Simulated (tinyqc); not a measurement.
Worked calculation: pair of shallow donors (hydrogen-like orbitals). Values are carried at full precision from step to step, so a last printed digit may differ when a step is redone from the rounded ones.

Each donor has the orbital exp(-r/a); energy unit Ha* = q/(eps a), q = e^2/(4 pi eps0), so that a lone donor is bound by Ha*/2; x = R/a. One electron: S = (1 + x + x^2/3) exp(-x), j = 1/x - (1 + 1/x) exp(-2x), k = (1 + x) exp(-x); levels E(+/-) = -1/2 - (j +/- k)/(1 +/- S) in Ha*, without the repulsion of the ions, split by D = |E(-) - E(+)|. In six valleys the overlaps S and k are multiplied by v = [cos(K Rx) + cos(K Ry) + cos(K Rz)]/3, K = k0 (2 pi/a_lat), for isotropic envelopes and the symmetric valley state.

Constants: e^2/(4 pi eps0) = 14.39964547 eV angstrom; hbar = 6.58211957e-16 eV s.

Values chosen for the exercise (near those of two donors in Si; not measured data): a = 16.9 angstrom (orbital radius); eps = 11.6 (dielectric constant); n = (18, 0, 0) a_lat (separation vector); a_lat = 5.431 angstrom (lattice constant); k0 = 0.844 2 pi/a_lat (valley position); dV = 0.84 D (detuning between the donors, in units of D).

## Distance and integrals

Give Ha*, R, x, S, j, k and v.

Ha* = 73.453 meV
R = 97.76 angstrom
x = 5.7845

S, j, k: 0.05516  0.17286  0.02086

v = 0.7855

## One electron on two donors

Give both levels, the splitting D = |E(-) - E(+)| and the tunnelling frequency D/(2 pi hbar).

E(+), E(-) (meV): -50.050  -48.741

D = 1.309 meV
frequency = 316.6 GHz

The second ion deepens the mean level by 12.67 meV, against Ha*/x = 12.70 meV for a point charge. Without the valley factor D would be 1.67 meV; v is positive, so the even combination lies lower.

## Detuning by a gate

Two-level picture for one electron: with detuning u = dV D the splitting is sqrt(D^2 + u^2) and the lower state has weight (1 + u/sqrt(D^2 + u^2))/2 on the lower donor; the field needed is u/(e R), 1 meV/angstrom = 100 kV/cm.

splitting = 1.710 meV
weight = 0.822
field = 1.13 kV/cm

## Two electrons and exchange

Two electrons, Heitler-London: with S' = (1 - x + x^2/3) exp(x), C = 1/x - exp(-2x)(1/x + 11/8 + 3x/4 + x^2/6), X = (1/5){exp(-2x)(25/8 - 23x/4 - 3x^2 - x^3/3) + (6/x)[S^2 (0.5772157 + ln x) + S'^2 Ei(-4x) - 2 S S' Ei(-2x)]}, Q = C - 2j + 1/x and A = X - 2 S k + S^2/x, the singlet and triplet lie at (Q +/- w A)/(1 +/- w S^2) from two lone donors, with the valley weight w = v^2; the exchange is J = triplet - singlet.

Give C, X, Q, A and J.

C, X, Q, A (Ha*): 0.1728  0.001136  -8.620e-05  -0.0006396

J = 57.9 micro-eV

A swap of the two spins takes pi hbar/J = 0.0357 ns (hbar = 6.58212e-16 eV s). Against the one-electron splitting D = 1.31 meV, J/D = 0.044: exchange needs both electrons to tunnel and falls as exp(-2x), D as exp(-x).

## Checks

- Heitler-London binding at x = 1.6425 against the known 0.1160 hartree: both 0.1160.
- Overlap S by quadrature in spheroidal coordinates against the formula: both 0.05516.

Computed by tinyqc, a small Python program: `OMP_NUM_THREADS=1 python tinyqc.py 1280839 1280840 out.jsonl` (the numbers bound the seed that draws the inputs); one thread of a shared host (Intel(R) Xeon(R) Processor @ 2.30GHz), about 0.01 s for the whole set of steps.
